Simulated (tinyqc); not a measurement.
Worked calculation: six-band Luttinger-Kohn model with strain. Values are carried at full precision from step to step, so a last printed digit may differ when a step is redone from the rounded ones.

Constants: hbar^2/2m0 = 3.80998211 eV angstrom^2.

Parameters, chosen for this exercise (near those of Ge; the results hold for these values, not for the real material):
- C11 = 132.2 GPa
- C12 = 49 GPa
- C44 = 67.5 GPa
- load = uniaxial [001] (kind of stress)
- X = 1.02 GPa (stress)
- Dso = 0.294 eV (spin-orbit splitting)
- g1 = 13.33 (Luttinger gamma1)
- g2 = 4.23 (gamma2)
- g3 = 5.72 (gamma3)
- av = 1.26 eV (valence hydrostatic potential)
- b = -2.53 eV (tetragonal shear potential)
- d = -5.18 eV (trigonal shear potential)
- k = (0.014, 0.039, 0) 1/angstrom (wave vector)
- kmax = 0.05 1/angstrom (end of the path)

## Strain from a uniaxial [001] stress

s11 = (C11 + C12)/((C11 - C12)(C11 + 2 C12)), s12 = -C12/((C11 - C12)(C11 + 2 C12)), s44 = 1/C44; exx = s11 sxx + s12 (syy + szz) and cyclic, exy = s44 sxy/2; tension is positive. A uniaxial stress X along the unit vector n is s_ij = X n_i n_j.

s11, s12, s44 (1/TPa): 9.4608  -2.5584  14.8148

strain tensor:
```
,x,y,z
x,-0.002610,0.000000,0.000000
y,0.000000,-0.002610,0.000000
z,0.000000,0.000000,0.009650
```

The volume changes by +0.443 %; there is no shear in the cubic axes, so d does not enter.

## The terms P, Q, R, S at one k

P = c g1 k^2 - av tr(e); Q = c g2 (kx^2 + ky^2 - 2 kz^2) - (b/2)(exx + eyy - 2 ezz); R = c sqrt3 [-g2 (kx^2 - ky^2) + 2i g3 kx ky] + (sqrt3/2) b (exx - eyy) - i d exy; S = 2 c sqrt3 g3 (kx - i ky) kz - d (exz - i eyz); c = hbar^2/2m0, e the strain tensor (not engineering shear).

Form the four terms.

Terms (eV):
```
term,from k,from strain
P,0.08720,-0.00558
Q,0.02767,-0.03102
R,0.03699+0.04122i,0.00000
S,0.00000,0.00000
```

## The Hamiltonian

Six-band Luttinger-Kohn model in the basis |3/2,3/2>, |3/2,1/2>, |3/2,-1/2>, |3/2,-3/2>, |1/2,1/2>, |1/2,-1/2>, electron energies, zero at the top of the unstrained valence band. H = -[rows: (P+Q, -S, R, 0, -S/r2, r2 R); (-S*, P-Q, 0, R, -r2 Q, r32 S); (R*, 0, P-Q, S, r32 S*, r2 Q); (0, R*, S*, P+Q, -r2 R*, -S*/r2); (-S*/r2, -r2 Q, r32 S, -r2 R, P+Dso, 0); (r2 R*, r32 S*, r2 Q, -S/r2, 0, P+Dso)], r2 = sqrt(2), r32 = sqrt(3/2). Levels are twofold.

Each term is the sum of its two parts.

H(k) (eV):
```
,3/2,3/2,3/2,1/2,3/2,-1/2,3/2,-3/2,1/2,1/2,1/2,-1/2
3/2,3/2,-0.0783,0,-0.0370-0.0412i,0,0,-0.0523-0.0583i
3/2,1/2,0,-0.0850,0,-0.0370-0.0412i,-0.0047,0
3/2,-1/2,-0.0370+0.0412i,0,-0.0850,0,0,0.0047
3/2,-3/2,0,-0.0370+0.0412i,0,-0.0783,0.0523-0.0583i,0
1/2,1/2,0,-0.0047,0,0.0523+0.0583i,-0.3756,0
1/2,-1/2,-0.0523+0.0583i,0,0.0047,0,0,-0.3756
```

## Levels and their make-up

Diagonalise H. The weights add +m and -m and are averaged over each pair; m is taken along z.

levels from the top, each twofold (eV): -0.0154  -0.1282  -0.3952

weights:
```
,top,second,third
|3/2,+-3/2>,0.584,0.356,0.060
|3/2,+-1/2>,0.385,0.614,0.001
|1/2,+-1/2>,0.030,0.030,0.939
```

The top pair is 58 % |3/2,+-3/2>, the second pair is 61 % |3/2,+-1/2> and the third pair is 94 % |1/2,+-1/2>.

## Band edges at k = 0
Diagonalise H at k = 0. The weights add +m and -m (m along z) and are averaged over each pair.

edges from the top (eV): 0.0366  -0.0183  -0.2955

weights at k = 0:
```
,top,second,third
|3/2,+-3/2>,1.000,0.000,0.000
|3/2,+-1/2>,0.000,0.974,0.026
|1/2,+-1/2>,0.000,0.026,0.974
```

The stress splits the top two pairs by 54.9 meV, 2.12 times kT at 300 K (25.85 meV); the third lies 332.1 meV below the top, against Dso = 294 meV without stress.

## The edges in closed form

With R = S = 0: P = -av tr(e), Q = -(b/2)(exx + eyy - 2 ezz), W = sqrt(Dso^2 + 2 Dso Q + 9 Q^2); E(HH) = -P - Q, E(LH) and E(SO) = -P + (Q - Dso +/- W)/2. Without the coupling to the split-off band E(LH) = -P + Q.

P = -0.00558 eV
Q = -0.03102 eV
W = 0.27723 eV

E(HH), E(LH), E(SO) (eV): 0.0366  -0.0183  -0.2955

E(LH) without the coupling = -0.0254 eV

The heavy-hole edge is on top. The coupling raises the light-hole edge by 7.1 meV; to lowest order it is 2 Q^2/Dso = 6.5 meV, with |Q|/Dso = 0.11.

## Polarisation of the edge transitions

In the basis X, Y, Z times spin, H(k = 0) has -Dso/3 + l exx + m (eyy + ezz) on the diagonal (cyclic) and n exy off it, l = av + 2 b, m = av - b, n = sqrt(3) d. Spin-orbit term (Dso/3) L.sigma on X, Y, Z with (L_k)_ij = -i epsilon_kij: <X+|H|Y+> = -i Dso/3, <X+|H|Z-> = Dso/3, <Y+|H|Z-> = -i Dso/3, <Z+|H|X-> = -Dso/3, <Z+|H|Y-> = i Dso/3, <X-|H|Y-> = i Dso/3, and their conjugates; + and - are the spin along z. The strength of a transition to an s-like conduction level for light polarised along the unit vector u is the weight of the orbital ux X + uy Y + uz Z in the valence state, summed over spin and averaged over the pair.

strain block of X, Y, Z (eV):
```
,X,Y,Z
X,0.03660,0,0
Y,0,0.03660,0
Z,0,0,-0.05645
```

Relative strengths:
```
polarisation,top,second,third
[100],0.500,0.246,0.254
[010],0.500,0.246,0.254
[001],0.000,0.509,0.491
[110],0.500,0.246,0.254
[1-10],0.500,0.246,0.254
[111],0.333,0.333,0.333
```

The top pair is strongest for light along [100], [010], [110] and [1-10] (0.500) and weakest along [001] (0.000); without strain every direction has 1/3 on average over the fourfold top. For each polarisation the three pairs add up to 1.

## Hole masses at the edges

Curvature at k = 0: m/m0 = -2 c h^2/(E(h u) + E(-h u) - 2 E(0)) with h = 0.0002 1/angstrom along the unit vector u.

Hole masses (m0):
```
direction,top,second,third
[110],0.057,0.090,0.088
[1-10],0.057,0.090,0.088
[100],0.057,0.090,0.088
[001],0.205,0.056,0.058
```

Of the directions listed, the top pair is lightest along [110], [1-10] and [100] (0.057) and heaviest along [001] (0.205). These masses hold only for hole energies well below the splitting of 55 meV.

## Bands along [110] and [001]

Six points from 0 to kmax in each direction.

Levels (eV):
```
direction,|k| (1/angstrom),top,second,third,"top, no stress","second, no stress"
[110],0.000,0.0366,-0.0183,-0.2955,0.0000,0.0000
[110],0.010,0.0304,-0.0229,-0.2999,-0.0010,-0.0091
[110],0.020,0.0170,-0.0409,-0.3143,-0.0038,-0.0349
[110],0.030,0.0060,-0.0778,-0.3425,-0.0085,-0.0728
[110],0.040,-0.0018,-0.1267,-0.3926,-0.0147,-0.1152
[110],0.050,-0.0084,-0.1752,-0.4745,-0.0221,-0.1545
[001],0.000,0.0366,-0.0183,-0.2955,0.0000,0.0000
[001],0.010,0.0347,-0.0250,-0.3022,-0.0019,-0.0082
[001],0.020,0.0292,-0.0441,-0.3233,-0.0074,-0.0320
[001],0.030,0.0199,-0.0726,-0.3617,-0.0167,-0.0685
[001],0.040,0.0069,-0.1064,-0.4215,-0.0297,-0.1126
[001],0.050,-0.0098,-0.1419,-0.5065,-0.0464,-0.1581
```

## Checks

- Levels against the same model in the basis X, Y, Z times spin: they agree to 1e-10 or better.
- Closed-form edges against the diagonalisation: they agree to 1e-10 or better.

(tinyqc, `OMP_NUM_THREADS=1 python tinyqc.py 1051304 1051305 out.jsonl`, Intel(R) Xeon(R) Processor @ 2.30GHz, 1 thread, shared host, about 0.04 s.)
